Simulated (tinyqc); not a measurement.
# Frequency dispersion of an accumulation capacitance by border traps, distributed model: two studies

Traps spread evenly through the insulator exchange electrons with the semiconductor by tunnelling, with tau(x) = t0 exp(2 ka x) at depth x from the interface. The admittance per area Y seen at depth x obeys dY/dx = -Y^2/(i w eps0 eox) + q Nb ln(1 + i w tau)/tau, with Y(0) = i w Cs and w = 2 pi f; the gate sees Y(tox) = G + i w C. Working variable y = Y/(i w), in uF/cm^2. Cox = eps0 eox/tox.

Parameters, values chosen for the exercise; permittivity close to that of zirconium oxide:

| symbol | value | unit | meaning |
|---|---|---|---|
| eox | 22.7 |  | relative permittivity of the insulator |
| tox | 3.7 | nm | insulator thickness |
| Cs | 7.1 | uF/cm^2 | semiconductor capacitance in accumulation |
| Nb | 4.1e18 | cm^-3 eV^-1 | density of border traps |
| ka | 5.4 | 1/nm | decay constant of the wave function in the insulator |
| t0 | 8e-10 | s | time constant of a trap at the interface |
| f | 1e5 | Hz | frequency |

Constants: q = 1.602176634e-19 C, eps0 = 8.8541878128e-14 F/cm where lengths are in cm. Results are converted to the units shown.

Each table varies one quantity; the others keep the values above.

## Capacitance and loss against frequency

Cox; trap-free value 1/(1/Cox + 1/Cs); response depth d = ln(1/(w t0))/(2 ka), where w tau = 1; lumped estimate: all traps within d act as C_bt = q Nb d placed at d/2, so C = 1/{1/[1/(1/Cs + d/(2 eps0 eox)) + C_bt] + (tox - d/2)/(eps0 eox)}. C and G from a fine integration; dispersion -d C/d log10 f over C, from f times and over 1.1. For a broad spread of time constants G/w is close to -(pi/2) dC/d ln w.

The same in every row: trap-free C (uF/cm^2) = 3.078.

Result of one run:
```
f (Hz),d (nm),C (uF/cm^2),G/w (uF/cm^2),dispersion (% a decade),-(pi/2) dC/d ln w (uF/cm^2),lumped C (uF/cm^2)
100,1.343,3.106,0.004045,0.1908,0.004042,3.103
```

What becomes of these results when the frequency f is changed from 100 to 1e7 Hz, all else the same?

Result of the changed run:
```
f (Hz),d (nm),C (uF/cm^2),G/w (uF/cm^2),dispersion (% a decade),-(pi/2) dC/d ln w (uF/cm^2),lumped C (uF/cm^2)
1e7,0.2769,3.083,0.002266,0.1088,0.002288,3.081
```

The whole series:
```
f (Hz),d (nm),C (uF/cm^2),G/w (uF/cm^2),dispersion (% a decade),-(pi/2) dC/d ln w (uF/cm^2),lumped C (uF/cm^2)
10,1.556,3.112,0.004456,0.2098,0.004453,3.109
100,1.343,3.106,0.004045,0.1908,0.004042,3.103
1000,1.130,3.100,0.003654,0.1726,0.003651,3.097
10000,0.9165,3.095,0.003284,0.1554,0.003281,3.093
1e5,0.7033,3.090,0.002933,0.1390,0.002930,3.088
1e6,0.4901,3.086,0.002601,0.1235,0.002600,3.085
1e7,0.2769,3.083,0.002266,0.1088,0.002288,3.081
```

C falls from 3.112 to 3.083 uF/cm^2, towards the trap-free 3.078; each decade of frequency removes ln 10/(2 ka) = 0.213 nm from the response depth. The dispersion falls from 0.210 to 0.109 % a decade and G/w falls from 0.00446 to 0.00227 uF/cm^2. G/w lies between 0.990 and 1.00 times -(pi/2) dC/d ln w, the relation for a broad spread of time constants.

## Effect of the insulator thickness

Same model as above.

The same in every row: d (nm) = 0.7033.

Result of one run:
```
tox (nm),C (uF/cm^2),G/w (uF/cm^2),dispersion (% a decade),-(pi/2) dC/d ln w (uF/cm^2),lumped C (uF/cm^2),trap-free C (uF/cm^2)
2,4.184,0.005377,0.1882,0.005371,4.181,4.161
```

What becomes of these results when the insulator thickness tox is changed from 2 to 20 nm, all else the same?

Result of the changed run:
```
tox (nm),C (uF/cm^2),G/w (uF/cm^2),dispersion (% a decade),-(pi/2) dC/d ln w (uF/cm^2),lumped C (uF/cm^2),trap-free C (uF/cm^2)
20,0.8814,2.386e-4,0.03965,2.384e-4,0.8812,0.8803
```

The whole series:
```
tox (nm),C (uF/cm^2),G/w (uF/cm^2),dispersion (% a decade),-(pi/2) dC/d ln w (uF/cm^2),lumped C (uF/cm^2),trap-free C (uF/cm^2)
2,4.184,0.005377,0.1882,0.005371,4.181,4.161
2.8,3.587,0.003951,0.1613,0.003947,3.584,3.569
3.9,2.998,0.002761,0.1349,0.002758,2.996,2.986
5.4,2.450,0.001844,0.1102,0.001842,2.449,2.442
7.5,1.951,0.001169,0.08774,0.001168,1.950,1.946
10,1.570,7.568e-4,0.07061,7.562e-4,1.569,1.566
14,1.196,4.394e-4,0.05380,4.390e-4,1.196,1.194
20,0.8814,2.386e-4,0.03965,2.384e-4,0.8812,0.8803
```

As tox goes from 2 to 20, C falls from 4.18 to 0.881 uF/cm^2, the dispersion falls from 0.188 to 0.0396 % a decade and G/w falls from 0.00538 to 2.39e-4 uF/cm^2. The lumped estimate is 0.086 % below C in the first row and 0.018 % below it in the last.

tinyqc, about 0.3 s, one thread, Intel Xeon 2.30GHz (shared host): `OMP_NUM_THREADS=1 python tinyqc.py 2202208 2202209 out.jsonl`
